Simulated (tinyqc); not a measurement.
p-n heterojunction, non-linear Poisson equation by Newton steps, Boltzmann statistics: one step of the calculation.

One dimension, material 1 (p-type) at x < 0 and material 2 (n-type) at x > 0. Band edges: Ec = -psi in material 1 and -psi + dEc in material 2, Ev = Ec - Eg. Flat quasi-Fermi levels: 0 for holes, +V for electrons. n = Nc F((EFn - Ec)/Vt), p = Nv F((Ev - EFp)/Vt), with F(eta) = exp(eta) (Boltzmann statistics); full ionisation, no interface charge, classical densities; the doping types are chosen for the exercise.

Problem. Newton step. Solve the tridiagonal system a_(i-1) d_(i-1) + b_i d_i + a_i d_(i+1) = -F_i for nodes 1 to 11, with d = 0 on fixed nodes. Each component d is damped to sign(d) Vt ln(1 + |d|/Vt) before it is added.

Values chosen for this exercise:

| symbol | value | unit | meaning |
|---|---|---|---|
| T | 300 | K | temperature |

Constants: q = 1.602176634e-19 C, kB = 1.380649e-23 J/K, Vt = kB T/q. Results are converted to the units shown.

coupling a_i, interval 0 to 11 (F/cm^2): 1.2610510e-7  1.5803044e-7  1.9816516e-7  2.4288725e-7  3.0375681e-7  3.5855256e-7  2.8906988e-7  2.4659690e-7  2.0823738e-7  1.7848918e-7  1.4993091e-7  1.2778203e-7

```
node  diagonal b (F/cm^2)  residual F (C/cm^2)
1           -1.8209927e-6        3.3476855e-11
2           -1.5098792e-6       -1.9301805e-11
3           -1.0391895e-6       -3.1917603e-10
4           -6.1699263e-7         3.3999490e-9
5           -6.8889782e-7        -6.3112917e-9
6           -6.4819911e-7        6.6952031e-12
7           -5.8248029e-7        -4.2219112e-9
8           -8.4028600e-7       -3.0766887e-10
9           -1.1626765e-6       -3.8713567e-12
10          -1.3398525e-6       -2.4990700e-11
11          -1.4884297e-6       -8.4855885e-12
```

psi at the start, node 0 to 12 (V): -0.59199747  -0.59186950  -0.59029695  -0.57890037  -0.52891689  -0.41537041  -0.28860595  -0.17911774  -0.12886576  -0.11494031  -0.11235627  -0.11201119  -0.11197889

Give: Newton step d, before damping; psi after iteration 1.

Solution.

Newton step d, before damping, node 1 to 11 (V): -0.00001  -0.00029  -0.00209  -0.00740  -0.02455  -0.02329  -0.02181  -0.00709  -0.00130  -0.00020  -0.00003
psi after iteration 1, node 0 to 12 (V): -0.5920  -0.5919  -0.5906  -0.5809  -0.5354  -0.4326  -0.3052  -0.1949  -0.1351  -0.1162  -0.1126  -0.1120  -0.1120

tinyqc, about 0.05 s, one thread, Intel Xeon 2.30GHz (shared host): `OMP_NUM_THREADS=1 python tinyqc.py 2040152 2040153 out.jsonl`
